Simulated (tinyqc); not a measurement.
# Changing the misfit strain u_m

Model: Landau-Devonshire theory of a uniaxial ferroelectric. Computed by tinyqc, a small Python program. Command: `OMP_NUM_THREADS=1 python tinyqc.py 3016935 3016936 out.jsonl ferro sweep`. One thread of a shared host (Intel(R) Xeon(R) Processor @ 2.30GHz), about 0.01 s of CPU time with the checks.

G(P) = (alpha/2) P^2 + (beta*/4) P^4 + (gamma/6) P^6 - E P per volume, SI units, one domain, P along the polar axis, which is normal to the film.

Inputs (values chosen for the exercise, for a model ferroelectric):

| quantity | value | unit |
|---|---|---|
| alpha_0 | 1.41e+06 | J m/(C^2 K) |
| Curie-Weiss temperature T0 | 430 | K |
| beta | -1.28e+09 | J m^5/C^4 |
| gamma | 2.85e+10 | J m^9/C^6 |
| temperature T | 214 | K |
| electrostriction Q12 | -0.017 | m^4/C^2 |
| compliance s11 + s12 | 3.9e-12 | m^2/N |

Sample: epitaxial film.

Constants: eps_0 = 8.8541878128e-12 F/m.

Method:
- alpha = alpha_0 (T - T0*), with clamping: T0* = T0 + 4 Q12 u_m/(alpha_0 (s11 + s12)), beta* = beta + 4 Q12^2/(s11 + s12).
- Ps^2 = [-beta* + sqrt(beta*^2 - 4 alpha gamma)]/(2 gamma).
- chi = 1/(eps_0 G''), G'' = alpha + 3 beta* P^2 + 5 gamma P^4 at Ps. Ps, chi and the coercive field are for perfect screening, without a depolarising field. The intrinsic coercive field is |alpha P + beta* P^3 + gamma P^5| at the P_c where G'' = 0. 1 C/m^2 = 100 microcoulomb/cm^2.

One run for each value:

| misfit strain u_m | T0* (K) | spontaneous polarisation Ps (microcoulomb/cm^2) | susceptibility chi | intrinsic coercive field (MV/m) |
|---|---|---|---|---|
| -0.024 | 726.78 | 42.127 | 34.845 | 175.26 |
| -0.020 | 677.32 | 41.187 | 38.326 | 155.46 |
| -0.016 | 627.85 | 40.173 | 42.593 | 136.11 |
| -0.012 | 578.39 | 39.068 | 47.950 | 117.23 |
| -0.008 | 528.93 | 37.850 | 54.878 | 98.88 |
| -0.004 | 479.46 | 36.490 | 64.202 | 81.11 |
| 0.000 | 430.00 | 34.937 | 77.444 | 64.00 |
| 0.004 | 380.54 | 33.114 | 97.787 | 47.64 |

Describe and explain the trends.

Over the rows, T0* (K) falls from 727 to 381; spontaneous polarisation Ps (microcoulomb/cm^2) falls from 42.1 to 33.1; susceptibility chi rises from 34.8 to 97.8. T0* moves linearly, by 124 K for each per cent of compression, since Q12 < 0. Under tension P would turn into the plane, which this one-component model cannot show.

Caution (rows -0.0240, -0.0200, -0.0160, -0.0120, -0.00800, -0.00400, 0): far below T0* the expansion with linear alpha(T) is only a fit.
